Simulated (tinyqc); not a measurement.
# Short-channel transistor, virtual-source model with series resistance: two studies

The current per gate width is the charge at the top of the source barrier (the virtual source) times its velocity times a saturation function; al and be are fitting constants of the model. Units: I in uA/um, Rs in ohm um, so I Rs = 1e-6 I Rs in volts; Q in uC/cm^2, so I = 1e-4 Q vx0 Fsat with vx0 in cm/s.

Values chosen for this exercise:
- T = 300 K (temperature)
- Cinv = 3.88 uF/cm^2 (inversion capacitance)
- vx0 = 5.02e6 cm/s (velocity at the virtual source)
- mu = 390 cm^2/(V s) (apparent mobility)
- L = 16 nm (channel length)
- VT0 = 0.383 V (threshold at zero drain voltage)
- dl = 0.187 V/V (drain-induced barrier lowering)
- n0 = 1.31 (subthreshold factor)
- nd = 0.05 1/V (growth of n with drain voltage)
- al = 3.5 (threshold shift (in units of Vt) from weak to strong inversion)
- be = 2 (sharpness of saturation)
- Rs = 30 ohm um (series resistance of each contact)

Constants: q = 1.602176634e-19 C, kB = 1.380649e-23 J/K, Vt = kB T/q. Results are converted to the units shown.

Each table varies one quantity; the others keep the values above.

## Effect of the threshold at zero drain voltage on the on and off currents

Intrinsic voltages Vg' = Vgs - I Rs, Vd' = Vds - 2 I Rs. n = n0 + nd Vd', VT = VT0 - dl Vd', Ff = 1/(1 + exp((Vg' - VT + al Vt/2)/(al Vt))), Q = Cinv n Vt ln(1 + exp((Vg' - VT + al Vt Ff)/(n Vt))), Vdsat = (vx0 L/mu)(1 - Ff) + Vt Ff, Fsat = u/(1 + u^be)^(1/be) with u = Vd'/Vdsat, and I = Q vx0 Fsat per width. I is solved self-consistently. Ion is I at Vgs = Vds = 0.75 V, Ioff at Vgs = 0, Vds = 0.75 V, and Rlin = Vds/I at Vgs = 0.75 V, Vds = 0.05 V.

Results:
```
VT0 (V)	Ion (uA/um)	Ioff (nA/um)	log10(Ion/Ioff)	Rlin (ohm um)
0.15	1334	7.482e4	1.251	81.50
0.25	1154	1.467e4	1.896	87.34
0.3	1064	5026	2.326	91.55
0.35	974.1	1518	2.807	97.14
0.4	884.2	419.9	3.323	104.8
0.45	794.5	109.6	3.860	115.5
0.5	705.2	27.57	4.408	130.9
```

Estimate the missing row, VT0 = 0.2 V.

Computed row:
```
VT0 (V)	Ion (uA/um)	Ioff (nA/um)	log10(Ion/Ioff)	Rlin (ohm um)
0.2	1244	3.631e4	1.535	84.08
```

With this row back in the table: As VT0 goes from 0.15 to 0.5 V, Ion falls from 1330 to 705 uA/um, Ioff falls from 74800 to 27.6 nA/um and Rlin rises from 81.5 to 131 ohm um. Ion changes by a factor of 0.529 and Ioff by 3.68e-4. The off current depends on it through an exponential, the on current about linearly. For VT0 = 0.15 to 0.35 V the off current passes 1 uA/um, so the device is hardly off at Vgs = 0.

## Transfer curves at low and high drain voltage

Same model as above.

Columns for Vds = 0.05 V and 0.75 V; gm = dI/dVgs at 0.75 V.

Transfer curves at low and high drain voltage:
```
Vgs (V)	I, low Vds (uA/um)	I, high Vds (uA/um)	gm (uS/um)
0	0.01303	0.6551	17.00
0.09	0.1657	5.889	132.2
0.19	2.309	40.63	641.2
0.28	17.15	126.4	1234
0.38	80.91	269.9	1583
0.47	182.5	418.9	1710
0.56	296.3	575.6	1764
0.66	410.4	753.4	1788
0.75	490.7	914.8	1797
```

What does the table show?

At Vds = 0.75 V the current spans 3.1 decades, from 0.655 to 915 uA/um. Between the first two rows the swing is 94.4 mV a decade, against n Vt ln 10 = 80.2. At Vgs = 0 the higher drain voltage raises the current by a factor of 50.3, at Vgs = 0.75 V by 1.86. The transconductance rises from 17.0 to 1800 uS/um; Cinv vx0, its value in strong inversion and saturation without series resistance, is 1950 uS/um.

Program tinyqc, `OMP_NUM_THREADS=1 python tinyqc.py 2380121 2380122 out.jsonl`; Intel Xeon 2.30GHz, shared host, one thread, about 0.01 s.
